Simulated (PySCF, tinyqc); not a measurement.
Worked calculation (part 2 of 3): RHF in the 6-31g basis, for H4, spin multiplicity 1. The lowest restricted solution is unstable here: a spin-polarised one lies 0.0119 hartree lower (PySCF). Computed by tinyqc, a small Python program that keeps every step (integrals from PySCF). Command: `OMP_NUM_THREADS=1 python tinyqc.py 24230 24231 out.jsonl` (the two numbers bound the seeds that draw the settings). One thread of a shared host (Intel(R) Xeon(R) Processor @ 2.60GHz), about 0.05 s of CPU time with the checks.

Geometry (angstrom):
```
atom        x        y        z
H     0.00000  0.00000  0.00000
H     0.00000  0.00000  1.26300
H     0.00000  0.00000  2.58500
H     0.00000  0.00000  3.84800
```

## Iteration 1: building the Fock matrix

D at the start:
```
          1H 1s     1H 2s     2H 1s     2H 2s     3H 1s     3H 2s     4H 1s     4H 2s
1H 1s   2.30365  -3.52748  -1.13889   3.05861   0.25131  -1.39692   0.54917  -0.05554
1H 2s  -3.52748   5.68539   1.93292  -5.45205  -0.81815   3.36503  -0.05554  -1.18525
2H 1s  -1.13889   1.93292   0.68885  -2.02372  -0.41271   1.50673   0.25131  -0.81815
2H 2s   3.05861  -5.45205  -2.02372   6.14141   1.50673  -5.17352  -1.39692   3.36503
3H 1s   0.25131  -0.81815  -0.41271   1.50673   0.68885  -2.02372  -1.13889   1.93292
3H 2s  -1.39692   3.36503   1.50673  -5.17352  -2.02372   6.14141   3.05861  -5.45205
4H 1s   0.54917  -0.05554   0.25131  -1.39692  -1.13889   3.05861   2.30365  -3.52748
4H 2s  -0.05554  -1.18525  -0.81815   3.36503   1.93292  -5.45205  -3.52748   5.68539
```

core Hamiltonian H = T + V (hartree):
```
          1H 1s     1H 2s     2H 1s     2H 2s     3H 1s     3H 2s     4H 1s     4H 2s
1H 1s  -1.01873  -0.98306  -0.29731  -0.54242  -0.00200  -0.06815   0.00000  -0.00222
1H 2s  -0.98306  -1.13699  -0.59102  -0.86955  -0.07133  -0.24732  -0.00222  -0.02939
2H 1s  -0.29731  -0.59102  -1.28148  -1.15567  -0.26372  -0.56224  -0.00200  -0.07133
2H 2s  -0.54242  -0.86955  -1.15567  -1.38182  -0.56224  -0.89656  -0.06815  -0.24732
3H 1s  -0.00200  -0.07133  -0.26372  -0.56224  -1.28148  -1.15567  -0.29731  -0.59102
3H 2s  -0.06815  -0.24732  -0.56224  -0.89656  -1.15567  -1.38182  -0.54242  -0.86955
4H 1s   0.00000  -0.00222  -0.00200  -0.06815  -0.29731  -0.54242  -1.01873  -0.98306
4H 2s  -0.00222  -0.02939  -0.07133  -0.24732  -0.59102  -0.86955  -0.98306  -1.13699
```

nuclear repulsion = 1.7851955 hartree

Given earlier and not repeated: Two-electron integrals (ij|kl) in chemists' order.

J_ij = sum D_kl (ij|kl), K_ij = sum D_kl (ik|jl); F = H + J - 0.5 K; E = tr D H + tr D J / 2 - 0.25 tr D K + E_nn.

Coulomb J (hartree):
```
         1H 1s    1H 2s    2H 1s    2H 2s    3H 1s    3H 2s    4H 1s    4H 2s
1H 1s  1.59323  0.92957  0.16090  0.43253  0.00037  0.03821  0.00000  0.00083
1H 2s  0.92957  1.15552  0.36943  0.71089  0.03190  0.15479  0.00083  0.01455
2H 1s  0.16090  0.36943  1.20070  0.75746  0.11207  0.32527  0.00037  0.03190
2H 2s  0.43253  0.71089  0.75746  1.06271  0.32527  0.62512  0.03821  0.15479
3H 1s  0.00037  0.03190  0.11207  0.32527  1.20070  0.75746  0.16090  0.36943
3H 2s  0.03821  0.15479  0.32527  0.62512  0.75746  1.06271  0.43253  0.71089
4H 1s  0.00000  0.00083  0.00037  0.03821  0.16090  0.43253  1.59323  0.92957
4H 2s  0.00083  0.01455  0.03190  0.15479  0.36943  0.71089  0.92957  1.15552
```

exchange K (hartree):
```
          1H 1s     1H 2s     2H 1s    2H 2s     3H 1s    3H 2s     4H 1s     4H 2s
1H 1s   0.54844   0.07371  -0.03706  0.06193   0.00545  0.00508   0.00839  -0.00632
1H 2s   0.07371   0.13705   0.03099  0.03352  -0.00067  0.00267  -0.00632   0.00447
2H 1s  -0.03706   0.03099   0.13633  0.03112  -0.01244  0.01253   0.00545  -0.00067
2H 2s   0.06193   0.03352   0.03112  0.03155   0.01253  0.01357   0.00508   0.00267
3H 1s   0.00545  -0.00067  -0.01244  0.01253   0.13633  0.03112  -0.03706   0.03099
3H 2s   0.00508   0.00267   0.01253  0.01357   0.03112  0.03155   0.06193   0.03352
4H 1s   0.00839  -0.00632   0.00545  0.00508  -0.03706  0.06193   0.54844   0.07371
4H 2s  -0.00632   0.00447  -0.00067  0.00267   0.03099  0.03352   0.07371   0.13705
```

Fock matrix F (hartree):
```
          1H 1s     1H 2s     2H 1s     2H 2s     3H 1s     3H 2s     4H 1s     4H 2s
1H 1s   0.30029  -0.09035  -0.11788  -0.14085  -0.00435  -0.03248  -0.00420   0.00177
1H 2s  -0.09035  -0.04999  -0.23709  -0.17542  -0.03909  -0.09387   0.00177  -0.01708
2H 1s  -0.11788  -0.23709  -0.14894  -0.41377  -0.14543  -0.24323  -0.00435  -0.03909
2H 2s  -0.14085  -0.17542  -0.41377  -0.33489  -0.24323  -0.27822  -0.03248  -0.09387
3H 1s  -0.00435  -0.03909  -0.14543  -0.24323  -0.14894  -0.41377  -0.11788  -0.23709
3H 2s  -0.03248  -0.09387  -0.24323  -0.27822  -0.41377  -0.33489  -0.14085  -0.17542
4H 1s  -0.00420   0.00177  -0.00435  -0.03248  -0.11788  -0.14085   0.30029  -0.09035
4H 2s   0.00177  -0.01708  -0.03909  -0.09387  -0.23709  -0.17542  -0.09035  -0.04999
```

total energy of this density = 2.7721114 hartree

## Iteration 1: diagonalisation and new density

X:
```
              1         2         3         4         5         6         7        8
1H 1s   0.21484  -0.61101   0.80373   0.56552  -0.36870   0.45681   0.28389  0.12804
1H 2s  -1.17439   1.04498  -0.74495  -0.40913  -0.11136   0.28287   0.32115  0.19322
2H 1s  -0.65395   0.52934   0.42038   0.74306   0.63297  -0.31288   0.17542  0.19143
2H 2s   2.30467  -0.79380  -0.33524  -0.47839   0.15723  -0.18788   0.18696  0.28345
3H 1s   0.65395   0.52934  -0.42038   0.74306  -0.63297  -0.31288  -0.17542  0.19143
3H 2s  -2.30467  -0.79380   0.33524  -0.47839  -0.15723  -0.18788  -0.18696  0.28345
4H 1s  -0.21484  -0.61101  -0.80373   0.56552   0.36870   0.45681  -0.28389  0.12804
4H 2s   1.17439   1.04498   0.74495  -0.40913   0.11136   0.28287  -0.32115  0.19322
```

Diagonalise F' = X^T F X, C = X C', fill 2 alpha and 2 beta electrons from the bottom; D = 2 C_occ C_occ^T. Each column has its largest component positive (the first on a tie).

F' = X^T F X (hartree):
```
          1         2         3         4         5         6         7         8
1   0.57723   0.00000  -0.13339   0.00000  -0.20414   0.00000  -0.07063   0.00000
2   0.00000   0.57178   0.00000  -0.00852   0.00000  -0.23531   0.00000   0.00594
3  -0.13339   0.00000   0.78954   0.00000  -0.08231   0.00000   0.11345   0.00000
4   0.00000  -0.00852   0.00000   0.68454   0.00000   0.10424   0.00000  -0.03835
5  -0.20414   0.00000  -0.08231   0.00000   0.18597   0.00000  -0.18608   0.00000
6   0.00000  -0.23531   0.00000   0.10424   0.00000   0.09606   0.00000   0.20132
7  -0.07063   0.00000   0.11345   0.00000  -0.18608   0.00000  -0.12768   0.00000
8   0.00000   0.00594   0.00000  -0.03835   0.00000   0.20132   0.00000  -0.40375
```

orbital energies (hartree): MO1 -0.48645, MO2 -0.24456, MO3 0.06458, MO4 0.16777, MO5 0.63016, MO6 0.63761, MO7 0.73288, MO8 0.87170

coefficients C:
```
            MO1       MO2       MO3       MO4       MO5       MO6       MO7       MO8
1H 1s   0.03915   0.08951   0.13332   0.11316   0.66026  -0.23374   0.91885  -0.67224
1H 2s  -0.03997   0.04137   0.75461   0.88043  -1.12164   0.46252  -0.76927   0.12136
2H 1s   0.29208   0.30703  -0.07160  -0.25748  -0.65585   0.91308   0.20667  -0.66715
2H 2s   0.36927   0.66639  -0.30097  -0.82390   1.66649  -0.86459  -0.01249   1.25837
3H 1s   0.29208  -0.30703  -0.07160   0.25748   0.65585   0.91308   0.20667   0.66715
3H 2s   0.36927  -0.66639  -0.30097   0.82390  -1.66649  -0.86459  -0.01249  -1.25837
4H 1s   0.03915  -0.08951   0.13332  -0.11316  -0.66026  -0.23374   0.91885   0.67224
4H 2s  -0.03997  -0.04137   0.75461  -0.88043   1.12164   0.46252  -0.76927  -0.12136
```

D after iteration 1:
```
          1H 1s     1H 2s     2H 1s     2H 2s     3H 1s     3H 2s     4H 1s     4H 2s
1H 1s   0.01909   0.00428   0.07784   0.14821  -0.03210  -0.09039  -0.01296  -0.01054
1H 2s   0.00428   0.00662   0.00206   0.02562  -0.04876  -0.08466  -0.01054  -0.00023
2H 1s   0.07784   0.00206   0.35915   0.62492  -0.01792  -0.19350  -0.03210  -0.04876
2H 2s   0.14821   0.02562   0.62492   1.16088  -0.19350  -0.61544  -0.09039  -0.08466
3H 1s  -0.03210  -0.04876  -0.01792  -0.19350   0.35915   0.62492   0.07784   0.00206
3H 2s  -0.09039  -0.08466  -0.19350  -0.61544   0.62492   1.16088   0.14821   0.02562
4H 1s  -0.01296  -0.01054  -0.03210  -0.09039   0.07784   0.14821   0.01909   0.00428
4H 2s  -0.01054  -0.00023  -0.04876  -0.08466   0.00206   0.02562   0.00428   0.00662
```

## Iteration 2: building the Fock matrix

As before.

Coulomb J (hartree):
```
         1H 1s    1H 2s    2H 1s    2H 2s    3H 1s    3H 2s    4H 1s    4H 2s
1H 1s  1.29280  0.82999  0.21506  0.44056  0.00070  0.04614  0.00000  0.00118
1H 2s  0.82999  1.16591  0.61168  0.92226  0.06130  0.24719  0.00118  0.02489
2H 1s  0.21506  0.61168  2.26200  1.35943  0.22369  0.61235  0.00070  0.06130
2H 2s  0.44056  0.92226  1.35943  1.68601  0.61235  1.06953  0.04614  0.24719
3H 1s  0.00070  0.06130  0.22369  0.61235  2.26200  1.35943  0.21506  0.61168
3H 2s  0.04614  0.24719  0.61235  1.06953  1.35943  1.68601  0.44056  0.92226
4H 1s  0.00000  0.00118  0.00070  0.04614  0.21506  0.44056  1.29280  0.82999
4H 2s  0.00118  0.02489  0.06130  0.24719  0.61168  0.92226  0.82999  1.16591
```

exchange K (hartree):
```
          1H 1s     1H 2s     2H 1s    2H 2s     3H 1s    3H 2s     4H 1s     4H 2s
1H 1s   0.23674   0.27511   0.31095  0.30121  -0.02038  0.05411  -0.02573  -0.03009
1H 2s   0.27511   0.40508   0.59566  0.54979   0.03822  0.17520  -0.03009  -0.01817
2H 1s   0.31095   0.59566   1.32888  1.05230   0.20948  0.47597  -0.02038   0.03822
2H 2s   0.30121   0.54979   1.05230  1.01296   0.47597  0.65802   0.05411   0.17520
3H 1s  -0.02038   0.03822   0.20948  0.47597   1.32888  1.05230   0.31095   0.59566
3H 2s   0.05411   0.17520   0.47597  0.65802   1.05230  1.01296   0.30121   0.54979
4H 1s  -0.02573  -0.03009  -0.02038  0.05411   0.31095  0.30121   0.23674   0.27511
4H 2s  -0.03009  -0.01817   0.03822  0.17520   0.59566  0.54979   0.27511   0.40508
```

Fock matrix F (hartree):
```
          1H 1s     1H 2s     2H 1s     2H 2s     3H 1s     3H 2s     4H 1s     4H 2s
1H 1s   0.15570  -0.29063  -0.23772  -0.25247   0.00889  -0.04906   0.01286   0.01400
1H 2s  -0.29063  -0.17362  -0.27717  -0.22218  -0.02915  -0.08773   0.01400   0.00458
2H 1s  -0.23772  -0.27717   0.31608  -0.32239  -0.14477  -0.18787   0.00889  -0.02915
2H 2s  -0.25247  -0.22218  -0.32239  -0.20229  -0.18787  -0.15604  -0.04906  -0.08773
3H 1s   0.00889  -0.02915  -0.14477  -0.18787   0.31608  -0.32239  -0.23772  -0.27717
3H 2s  -0.04906  -0.08773  -0.18787  -0.15604  -0.32239  -0.20229  -0.25247  -0.22218
4H 1s   0.01286   0.01400   0.00889  -0.04906  -0.23772  -0.25247   0.15570  -0.29063
4H 2s   0.01400   0.00458  -0.02915  -0.08773  -0.27717  -0.22218  -0.29063  -0.17362
```

total energy of this density = -1.6300257 hartree

## Iteration 2: DIIS over 2 matrices

error matrix X^T (FDS - SDF) X:
```
         1         2         3         4         5         6         7         8
1  0.00000   0.00000  -0.00831   0.00000  -0.15085   0.00000  -0.05130   0.00000
2  0.00000   0.00000   0.00000   0.01770   0.00000  -0.05970   0.00000   0.06162
3  0.00831   0.00000   0.00000   0.00000   0.05034   0.00000   0.04974   0.00000
4  0.00000  -0.01770   0.00000   0.00000   0.00000  -0.03205   0.00000   0.14581
5  0.15085   0.00000  -0.05034   0.00000   0.00000   0.00000   0.59225   0.00000
6  0.00000   0.05970   0.00000   0.03205   0.00000   0.00000   0.00000  -0.38032
7  0.05130   0.00000  -0.04974   0.00000  -0.59225   0.00000   0.00000   0.00000
8  0.00000  -0.06162   0.00000  -0.14581   0.00000   0.38032   0.00000   0.00000
```

B (overlaps of the stored error matrices):
```
               1              2
1  3.2493811e-01  3.6873134e-02
2  3.6873134e-02  1.1116727e+00
```

Minimise |sum c_i e_i|^2 with sum c_i = 1: solve [B -1; -1 0][c; lambda] = [0; -1] with B_ij = tr e_i^T e_j, and take F = sum c_i F_i.

DIIS coefficients: 0.78863  0.21137

extrapolated F (hartree):
```
          1H 1s     1H 2s     2H 1s     2H 2s     3H 1s     3H 2s     4H 1s     4H 2s
1H 1s   0.26972  -0.13268  -0.14321  -0.16444  -0.00156  -0.03598  -0.00059   0.00435
1H 2s  -0.13268  -0.07612  -0.24556  -0.18531  -0.03699  -0.09257   0.00435  -0.01250
2H 1s  -0.14321  -0.24556  -0.05065  -0.39446  -0.14529  -0.23153  -0.00156  -0.03699
2H 2s  -0.16444  -0.18531  -0.39446  -0.30686  -0.23153  -0.25239  -0.03598  -0.09257
3H 1s  -0.00156  -0.03699  -0.14529  -0.23153  -0.05065  -0.39446  -0.14321  -0.24556
3H 2s  -0.03598  -0.09257  -0.23153  -0.25239  -0.39446  -0.30686  -0.16444  -0.18531
4H 1s  -0.00059   0.00435  -0.00156  -0.03598  -0.14321  -0.16444   0.26972  -0.13268
4H 2s   0.00435  -0.01250  -0.03699  -0.09257  -0.24556  -0.18531  -0.13268  -0.07612
```

## Iteration 2: diagonalisation and new density

As before.

F' = X^T F X (hartree):
```
          1         2         3         4         5         6         7         8
1   0.66073   0.00000  -0.15634   0.00000  -0.26690   0.00000  -0.06663   0.00000
2   0.00000   0.66797   0.00000   0.03905   0.00000  -0.26111   0.00000   0.00661
3  -0.15634   0.00000   0.83550   0.00000  -0.05121   0.00000   0.11144   0.00000
4   0.00000   0.03905   0.00000   0.77858   0.00000   0.06895   0.00000  -0.03437
5  -0.26690   0.00000  -0.05121   0.00000   0.28501   0.00000  -0.14915   0.00000
6   0.00000  -0.26111   0.00000   0.06895   0.00000   0.11745   0.00000   0.15214
7  -0.06663   0.00000   0.11144   0.00000  -0.14915   0.00000  -0.16365   0.00000
8   0.00000   0.00661   0.00000  -0.03437   0.00000   0.15214   0.00000  -0.39655
```

orbital energies (hartree): MO1 -0.44640, MO2 -0.23692, MO3 0.05264, MO4 0.18016, MO5 0.72071, MO6 0.76749, MO7 0.79372, MO8 0.95364

coefficients C:
```
           MO1       MO2       MO3       MO4       MO5       MO6       MO7       MO8
1H 1s  0.05869   0.12594   0.16018  -0.10394   0.80500   0.93536   0.11923  -0.48372
1H 2s  0.00019   0.11317   0.73078  -0.91265  -1.09212  -0.90786   0.13591  -0.10590
2H 1s  0.26842   0.24937  -0.08241   0.22875  -0.48873  -0.14455   0.93120  -0.82609
2H 2s  0.36451   0.61428  -0.32973   1.03957   1.25369   0.31159  -0.79746   1.56646
3H 1s  0.26842  -0.24937  -0.08241  -0.22875   0.48873  -0.14455   0.93120   0.82609
3H 2s  0.36451  -0.61428  -0.32973  -1.03957  -1.25369   0.31159  -0.79746  -1.56646
4H 1s  0.05869  -0.12594   0.16018   0.10394  -0.80500   0.93536   0.11923   0.48372
4H 2s  0.00019  -0.11317   0.73078   0.91265   1.09212  -0.90786   0.13591   0.10590
```

D after iteration 2:
```
          1H 1s     1H 2s     2H 1s     2H 2s     3H 1s     3H 2s     4H 1s     4H 2s
1H 1s   0.03861   0.02853   0.09432   0.19751  -0.03131  -0.11194  -0.02483  -0.02848
1H 2s   0.02853   0.02561   0.05654   0.13917  -0.05634  -0.13890  -0.02848  -0.02561
2H 1s   0.09432   0.05654   0.26847   0.50205   0.01972  -0.11069  -0.03131  -0.05634
2H 2s   0.19751   0.13917   0.50205   1.02042  -0.11069  -0.48894  -0.11194  -0.13890
3H 1s  -0.03131  -0.05634   0.01972  -0.11069   0.26847   0.50205   0.09432   0.05654
3H 2s  -0.11194  -0.13890  -0.11069  -0.48894   0.50205   1.02042   0.19751   0.13917
4H 1s  -0.02483  -0.02848  -0.03131  -0.11194   0.09432   0.19751   0.03861   0.02853
4H 2s  -0.02848  -0.02561  -0.05634  -0.13890   0.05654   0.13917   0.02853   0.02561
```

## Iteration 9 (converged): orbitals

converged F (hartree):
```
          1H 1s     1H 2s     2H 1s     2H 2s     3H 1s     3H 2s     4H 1s     4H 2s
1H 1s   0.14437  -0.37629  -0.29032  -0.33107  -0.01171  -0.07839   0.01732   0.01219
1H 2s  -0.37629  -0.27353  -0.34344  -0.32906  -0.05957  -0.13568   0.01219  -0.00659
2H 1s  -0.29032  -0.34344   0.10937  -0.41823  -0.18581  -0.25367  -0.01171  -0.05957
2H 2s  -0.33107  -0.32906  -0.41823  -0.35493  -0.25367  -0.27134  -0.07839  -0.13568
3H 1s  -0.01171  -0.05957  -0.18581  -0.25367   0.10937  -0.41823  -0.29032  -0.34344
3H 2s  -0.07839  -0.13568  -0.25367  -0.27134  -0.41823  -0.35493  -0.33107  -0.32906
4H 1s   0.01732   0.01219  -0.01171  -0.07839  -0.29032  -0.33107   0.14437  -0.37629
4H 2s   0.01219  -0.00659  -0.05957  -0.13568  -0.34344  -0.32906  -0.37629  -0.27353
```

As before.

F' = X^T F X (hartree):
```
          1         2         3         4         5         6         7         8
1   0.90167   0.00000  -0.13132   0.00000  -0.40542   0.00000  -0.04393   0.00000
2   0.00000   0.98269   0.00000   0.04571   0.00000  -0.36378   0.00000  -0.00263
3  -0.13132   0.00000   1.03480   0.00000  -0.04776   0.00000   0.11712   0.00000
4   0.00000   0.04571   0.00000   0.99259   0.00000   0.02696   0.00000  -0.04845
5  -0.40542   0.00000  -0.04776   0.00000   0.54326   0.00000  -0.04593   0.00000
6   0.00000  -0.36378   0.00000   0.02696   0.00000   0.17200   0.00000  -0.00965
7  -0.04393   0.00000   0.11712   0.00000  -0.04593   0.00000  -0.40508   0.00000
8   0.00000  -0.00263   0.00000  -0.04845   0.00000  -0.00965   0.00000  -0.55419
```

orbital energies (hartree): MO1 -0.55584, MO2 -0.41868, MO3 0.03101, MO4 0.26582, MO5 0.98782, MO6 1.01511, MO7 1.13009, MO8 1.21240

coefficients C:
```
           MO1       MO2       MO3       MO4       MO5       MO6       MO7       MO8
1H 1s  0.14939   0.20932   0.18039  -0.07802   0.72842  -0.92355   0.57686  -0.07632
1H 2s  0.18880   0.31459   0.65372  -0.87235  -0.58436   0.96529  -0.75648  -0.50788
2H 1s  0.21203   0.15362  -0.13711   0.21245   0.56557   0.08290  -0.76370  -0.97989
2H 2s  0.26255   0.32427  -0.44255   1.33082  -0.33128  -0.43087   0.77466   1.84978
3H 1s  0.21203  -0.15362  -0.13711  -0.21245   0.56557  -0.08290  -0.76370   0.97989
3H 2s  0.26255  -0.32427  -0.44255  -1.33082  -0.33128   0.43087   0.77466  -1.84978
4H 1s  0.14939  -0.20932   0.18039   0.07802   0.72842   0.92355   0.57686   0.07632
4H 2s  0.18880  -0.31459   0.65372   0.87235  -0.58436  -0.96529  -0.75648   0.50788
```

D after iteration 9:
```
          1H 1s     1H 2s     2H 1s     2H 2s     3H 1s     3H 2s     4H 1s     4H 2s
1H 1s   0.13226   0.18811   0.12766   0.21419  -0.00096  -0.05731  -0.04299  -0.07529
1H 2s   0.18811   0.26922   0.17671   0.30316  -0.01659  -0.10488  -0.07529  -0.12664
2H 1s   0.12766   0.17671   0.13711   0.21096   0.04272   0.01171  -0.00096  -0.01659
2H 2s   0.21419   0.30316   0.21096   0.34816   0.01171  -0.07243  -0.05731  -0.10488
3H 1s  -0.00096  -0.01659   0.04272   0.01171   0.13711   0.21096   0.12766   0.17671
3H 2s  -0.05731  -0.10488   0.01171  -0.07243   0.21096   0.34816   0.21419   0.30316
4H 1s  -0.04299  -0.07529  -0.00096  -0.05731   0.12766   0.21419   0.13226   0.18811
4H 2s  -0.07529  -0.12664  -0.01659  -0.10488   0.17671   0.30316   0.18811   0.26922
```

## Convergence

Stop when the energy changes by less than 1e-09 hartree and every element of the error matrix X^T (F D S - S D F) X is below 9e-06.

Course of the cycle:
```
iteration  E (hartree)     change  largest element of the error matrix
1            2.7721114          -                             2.71e-01
2           -1.6300257  -4.40e+00                             5.92e-01
3           -1.8209037  -1.91e-01                             4.53e-01
4           -2.0194846  -1.99e-01                             2.05e-01
5           -2.0817534  -6.23e-02                             1.70e-02
6           -2.0821505  -3.97e-04                             3.39e-03
7           -2.0821675  -1.69e-05                             5.20e-04
8           -2.0821677  -2.64e-07                             6.66e-06
9           -2.0821677  -1.05e-10                             1.61e-06
```

PySCF RHF in the same basis = -2.0821677 hartree

Converged in 9 iterations.
